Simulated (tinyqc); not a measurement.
Inside a calculation: deep level as a short-range spherical well. Values are carried at full precision from step to step, so a last printed digit may differ when a step is redone from the rounded ones.

A spherical well of radius R and depth V0 below the conduction edge, one mass m, c = hbar^2/2m0. The s level at binding Et solves k cot(k R) = -kappa with k = sqrt(m (V0 - Et)/c), kappa = sqrt(m Et/c); it exists for V0 > Vc = c (pi/2R)^2/m. Outside, psi falls as exp(-kappa r)/r.

Constants: hbar^2/2m0 = 3.80998211 eV angstrom^2; fine-structure constant alpha = 0.007297352564; hc = 1239.841984 eV nm; kB = 8.617333262e-05 eV/K; hbar = 6.58211957e-16 eV s.

Parameters, chosen for this exercise (near those of GaAs; not measured data):
```
symbol  value  unit          meaning
R       3.7    angstrom      radius of the well
V0      14.26  eV            depth of the well
m       0.064  m0            mass
n_r     3.37                 refractive index
gv      1                    valleys
sn      1.9    x 1e-16 cm^2  capture cross-section
T       250    K             temperature
```

## The bound level

Solve for Et; the share outside is [sin^2(kR)/(2 kappa)]/[sin^2(kR)/(2 kappa) + R/2 - sin(2kR)/(4k)].

Et = 0.5792 eV
k = 0.4794 1/angstrom
kappa = 0.0986 1/angstrom
share outside = 0.703
Vc = 10.729 eV

The well is 1.33 times the critical depth. Since dEt/dV0 equals the share inside, 0.30, a 1 % change of V0 moves Et by 7.3 %. The decay length is 10.1 angstrom, 2.7 times R.

## Peak of the photo-ionisation cross-section

Lucovsky model (delta well, plane-wave final states, no local-field factor): sigma = (32 pi alpha c/(3 n_r m Et)) (x - 1)^(3/2)/x^3, x = h nu/Et, c = hbar^2/2m0; 1 angstrom^2 = 1e-16 cm^2.

The maximum lies at x = 2. Give the photon energy, its wavelength and sigma there.

h nu = 1.158 eV
wavelength = 1070 nm
sigma = 93.2 x 1e-18 cm^2

With 70 % of the state outside the well the delta-well form is a fair model.

## Thermal emission

Thermal emission e = sn v Nc exp(-Et/kB T), v = sqrt(6 c kB T/m)/hbar, Nc = 2 gv (m kB T/(4 pi c))^(3/2), c = hbar^2/2m0, one mass for both, degeneracy ratio 1; 1 angstrom = 1e-8 cm.

Give v, Nc, e and 1/e.

v = 4.214 x 1e7 cm/s
Nc = 0.3091 x 1e18/cm^3
e = 0.00522 1/s
1/e = 192 s

## Checks

- Et from the radial equation on a grid against the matching condition, eV: both 0.58.

Computed by tinyqc, a small Python program: `OMP_NUM_THREADS=1 python tinyqc.py 1281538 1281539 out.jsonl` (the numbers bound the seed that draws the inputs); one thread of a shared host (Intel(R) Xeon(R) Processor @ 2.30GHz), about 0.01 s for the whole set of steps.
